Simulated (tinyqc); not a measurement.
Worked calculation: plane-wave Kohn-Sham cycle with exchange-only LDA in a layered model solid. Computed by tinyqc, a small Python program that keeps every step. Settings: points = 16, plane-wave index or count = 2, electrons = 2, k points = 1, area = 13.0, mixing = 0.5, iteration cap = 66, Kerker q0 = 0.72. Command: `OMP_NUM_THREADS=1 python tinyqc.py 27539 27540 out.jsonl` (the two numbers bound the seeds that draw the settings). One thread of a shared host (Intel(R) Xeon(R) Processor @ 2.60GHz), about 0.01 s of CPU time with the checks. Later iterations appear only in the table of the cycle.

## Iteration 1: potential

A solid whose potential varies along x alone (atomic units):
```
parameter                      value
period a                   16.600000
cross-section of the cell  13.000000
electrons per cell                 2
grid points                       16
plane waves -n..n, n               2
k points                           1
V1 in V1 cos(2 pi x/a)     -0.650000
```

density at the start, on the grid x_j = j a/N (e/bohr^3): 0.0092678  0.0092678  0.0092678  0.0092678  0.0092678  0.0092678  0.0092678  0.0092678  0.0092678  0.0092678  0.0092678  0.0092678  0.0092678  0.0092678  0.0092678  0.0092678

V_H(G) = 4 pi rho(G)/G^2 for G != 0 (uniform background); v_x = -(3 rho/pi)^(1/3); V = V_ext + V_H + v_x; Fourier components f(G_m) = (1/N) sum_j f(x_j) exp(-i G_m x_j).

Potentials on the grid (hartree):
```
x            V_ext      V_H       v_x         V
0.00000   -0.65000  0.00000  -0.20685  -0.85685
1.03750   -0.60052  0.00000  -0.20685  -0.80737
2.07500   -0.45962  0.00000  -0.20685  -0.66647
3.11250   -0.24874  0.00000  -0.20685  -0.45559
4.15000          0  0.00000  -0.20685  -0.20685
5.18750    0.24874  0.00000  -0.20685   0.04190
6.22500    0.45962  0.00000  -0.20685   0.25277
7.26250    0.60052  0.00000  -0.20685   0.39367
8.30000    0.65000  0.00000  -0.20685   0.44315
9.33750    0.60052  0.00000  -0.20685   0.39367
10.37500   0.45962  0.00000  -0.20685   0.25277
11.41250   0.24874  0.00000  -0.20685   0.04190
12.45000         0  0.00000  -0.20685  -0.20685
13.48750  -0.24874  0.00000  -0.20685  -0.45559
14.52500  -0.45962  0.00000  -0.20685  -0.66647
15.56250  -0.60052  0.00000  -0.20685  -0.80737
```

V(G_m), m = 0, 1, 2, ... (hartree): -0.20685  -0.32500  0.00000  0.00000  0.00000

## Iteration 1: Hamiltonian at one k

k = 0.00000 2 pi / a

H(m,m') = (k + G_m)^2/2 delta + V(G_m - G_m'), with V(-G) = V(G).

H (hartree):
```
          -2        -1        +0        +1        +2
-2   0.07968  -0.32500   0.00000   0.00000   0.00000
-1  -0.32500  -0.13521  -0.32500   0.00000   0.00000
+0   0.00000  -0.32500  -0.20685  -0.32500   0.00000
+1   0.00000   0.00000  -0.32500  -0.13521  -0.32500
+2   0.00000   0.00000   0.00000  -0.32500   0.07968
```

## Iteration 1: levels at that k

Diagonalise the Hermitian matrix.

eigenvalues (hartree): -0.69954  -0.37007  -0.02253  0.31454  0.45969

## Iteration 1: new density

Motion across x is left out: the lowest 1 band(s) hold two electrons at each of the k points (j + 1/2)/nk - 1/2. Residual R = rho(out) - rho(in); rho(new) = rho(in) + 0.5 R, with R(G) scaled by G^2/(G^2 + 0.72^2) (Kerker). rho(out) = 2/(a A nk) sum |psi|^2 with psi = sum c exp(i G x). Harris energy E = band energy - dV sum rho (V_H/2 + v_x) + (3/4) dV sum rho v_x with rho(in), dV = a A/N, band energy = (2/nk) sum of the filled levels.

rho(out) (e/bohr^3): 0.0391057  0.0319947  0.0169379  0.0050652  0.0005335  0.0000029  0.0000204  0.0000085  0.0000534  0.0000085  0.0000204  0.0000029  0.0005335  0.0050652  0.0169379  0.0319947

density after iteration 1 (e/bohr^3): 0.0151426  0.0131265  0.0091978  0.0069063  0.0070895  0.0080938  0.0086946  0.0089447  0.0090362  0.0089447  0.0086946  0.0080938  0.0070895  0.0069063  0.0091978  0.0131265

energy per cell = -1.2956484 hartree

## Iteration 2: potential

As before.

Potentials on the grid (hartree):
```
x            V_ext       V_H       v_x         V
0.00000   -0.65000   0.21924  -0.24363  -0.67439
1.03750   -0.60052   0.18192  -0.23229  -0.65090
2.07500   -0.45962   0.09466  -0.20633  -0.57128
3.11250   -0.24874   0.00631  -0.18753  -0.42997
4.15000          0  -0.05306  -0.18917  -0.24223
5.18750    0.24874  -0.08383  -0.19772  -0.03281
6.22500    0.45962  -0.09819  -0.20249   0.15894
7.26250    0.60052  -0.10439  -0.20442   0.29171
8.30000    0.65000  -0.10607  -0.20511   0.33882
9.33750    0.60052  -0.10439  -0.20442   0.29171
10.37500   0.45962  -0.09819  -0.20249   0.15894
11.41250   0.24874  -0.08383  -0.19772  -0.03281
12.45000         0  -0.05306  -0.18917  -0.24223
13.48750  -0.24874   0.00631  -0.18753  -0.42997
14.52500  -0.45962   0.09466  -0.20633  -0.57128
15.56250  -0.60052   0.18192  -0.23229  -0.65090
```

V(G_m), m = 0, 1, 2, ... (hartree): -0.20554  -0.25572  0.01846  0.00199  0.00029

## Iteration 2: Hamiltonian at one k

k = 0.00000 2 pi / a

As before.

H (hartree):
```
          -2        -1        +0        +1        +2
-2   0.08099  -0.25572   0.01846   0.00199   0.00029
-1  -0.25572  -0.13391  -0.25572   0.01846   0.00199
+0   0.01846  -0.25572  -0.20554  -0.25572   0.01846
+1   0.00199   0.01846  -0.25572  -0.13391  -0.25572
+2   0.00029   0.00199   0.01846  -0.25572   0.08099
```

## Iteration 2: levels at that k

As before.

eigenvalues (hartree): -0.56241  -0.31867  -0.04541  0.24701  0.36812

## Iteration 2: new density

As before.

rho(out) (e/bohr^3): 0.0371704  0.0309416  0.0174284  0.0060869  0.0010450  0.0000375  0.0000007  0.0000054  0.0000242  0.0000054  0.0000007  0.0000375  0.0010450  0.0060869  0.0174284  0.0309416

density after iteration 2 (e/bohr^3): 0.0190061  0.0159086  0.0097076  0.0057255  0.0055363  0.0069446  0.0079960  0.0084927  0.0086570  0.0084927  0.0079960  0.0069446  0.0055363  0.0057255  0.0097076  0.0159086

energy per cell = -1.0421336 hartree

## Convergence

Stop when sqrt(dV sum R^2) is below 1e-8, dV = a A/N.

Course of the cycle:
```
iteration  E (hartree)  norm of the residual
1           -1.2956484              1.95e-01
2           -1.0421336              1.58e-01
3           -0.8609052              1.27e-01
4           -0.7389499              9.94e-02
5           -0.6643518              7.74e-02
6           -0.6231884              6.23e-02
7           -0.6013377              5.02e-02
8           -0.5898616              3.79e-02
9           -0.5842307              2.68e-02
10          -0.5817212              1.79e-02
11          -0.5806842              1.16e-02
...                ...                   ...
35          -0.5800157              4.92e-07
36          -0.5800157              3.29e-07
37          -0.5800157              2.20e-07
38          -0.5800157              1.47e-07
39          -0.5800157              9.80e-08
40          -0.5800157              6.55e-08
41          -0.5800157              4.38e-08
42          -0.5800157              2.93e-08
43          -0.5800157              1.96e-08
44          -0.5800157              1.31e-08
45          -0.5800157              8.77e-09
```

Converged in 45 iterations. Before convergence this energy mixes input and output and is not variational, so it may rise towards its limit.
